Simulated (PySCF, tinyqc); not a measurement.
Worked calculation: CCSD on RHF in the sto-3g basis, for H6, spin multiplicity 1. The lowest restricted solution is unstable here: a spin-polarised one lies 0.0159 hartree lower (PySCF). One step of it, computed by the program tinyqc.

Task: Iteration 7 (converged): orbitals. Diagonalise F' = X^T F X, C = X C', fill 3 alpha and 3 beta electrons from the bottom; D = 2 C_occ C_occ^T. Each column has its largest component positive (the first on a tie).

converged F (hartree), order 1H 1s, 2H 1s, 3H 1s, 4H 1s, 5H 1s, 6H 1s:
$$\begin{pmatrix}
-0.206917 & -0.420541 & -0.102622 & 0.008332 & 0.002970 & -0.007757 \\
-0.420541 & -0.279805 & -0.328081 & -0.100453 & -0.010021 & 0.002974 \\
-0.102622 & -0.328081 & -0.282209 & -0.418924 & -0.100632 & 0.008381 \\
0.008332 & -0.100453 & -0.418924 & -0.282423 & -0.328539 & -0.102645 \\
0.002970 & -0.010021 & -0.100632 & -0.328539 & -0.279763 & -0.420128 \\
-0.007757 & 0.002974 & 0.008381 & -0.102645 & -0.420128 & -0.206640
\end{pmatrix}$$

X, order 1H 1s, 2H 1s, 3H 1s, 4H 1s, 5H 1s, 6H 1s:
$$\begin{pmatrix}
1.080965 & -0.255625 & 0.042283 & -0.007049 & 0.001154 & -0.000198 \\
-0.255625 & 1.163582 & -0.261207 & 0.045232 & -0.007065 & 0.001151 \\
0.042283 & -0.261207 & 1.167977 & -0.274057 & 0.045267 & -0.007041 \\
-0.007049 & 0.045232 & -0.274057 & 1.168208 & -0.261570 & 0.042280 \\
0.001154 & -0.007065 & 0.045267 & -0.261570 & 1.163570 & -0.255259 \\
-0.000198 & 0.001151 & -0.007041 & 0.042280 & -0.255259 & 1.080738
\end{pmatrix}$$

Give: F' = X^T F X; orbital energies; coefficients C; D after iteration 7.

Result:

F' = X^T F X (hartree):
$$\begin{pmatrix}
-0.0307 & -0.4200 & 0.0513 & 0.0133 & 0.0025 & -0.0095 \\
-0.4200 & 0.0228 & -0.3264 & 0.0553 & -0.0076 & 0.0025 \\
0.0513 & -0.3264 & 0.0242 & -0.4324 & 0.0553 & 0.0133 \\
0.0133 & 0.0553 & -0.4324 & 0.0244 & -0.3269 & 0.0513 \\
0.0025 & -0.0076 & 0.0553 & -0.3269 & 0.0228 & -0.4196 \\
-0.0095 & 0.0025 & 0.0133 & 0.0513 & -0.4196 & -0.0308
\end{pmatrix}$$

orbital energies (hartree): MO1 -0.5884, MO2 -0.4838, MO3 -0.3186, MO4 0.1779, MO5 0.4739, MO6 0.7718

coefficients C, order 1H 1s, 2H 1s, 3H 1s, 4H 1s, 5H 1s, 6H 1s:
$$\begin{pmatrix}
0.1828 & 0.3661 & 0.4496 & -0.5745 & -0.6179 & -0.3928 \\
0.2938 & 0.4246 & 0.2703 & 0.3064 & 0.7519 & 0.7005 \\
0.3884 & 0.1382 & -0.4288 & 0.5216 & -0.2979 & -0.8926 \\
0.3886 & -0.1389 & -0.4283 & -0.5208 & -0.2989 & 0.8932 \\
0.2940 & -0.4240 & 0.2711 & -0.3073 & 0.7511 & -0.7009 \\
0.1827 & -0.3652 & 0.4506 & 0.5755 & -0.6164 & 0.3925
\end{pmatrix}$$

D after iteration 7, order 1H 1s, 2H 1s, 3H 1s, 4H 1s, 5H 1s, 6H 1s:
$$\begin{pmatrix}
0.7391 & 0.6613 & -0.1424 & -0.3447 & 0.0409 & 0.2046 \\
0.6613 & 0.6793 & 0.1138 & -0.1211 & -0.0407 & 0.0408 \\
-0.1424 & 0.1138 & 0.7077 & 0.6308 & -0.1214 & -0.3454 \\
-0.3447 & -0.1211 & 0.6308 & 0.7075 & 0.1140 & -0.1425 \\
0.0409 & -0.0407 & -0.1214 & 0.1140 & 0.6794 & 0.6614 \\
0.2046 & 0.0408 & -0.3454 & -0.1425 & 0.6614 & 0.7395
\end{pmatrix}$$
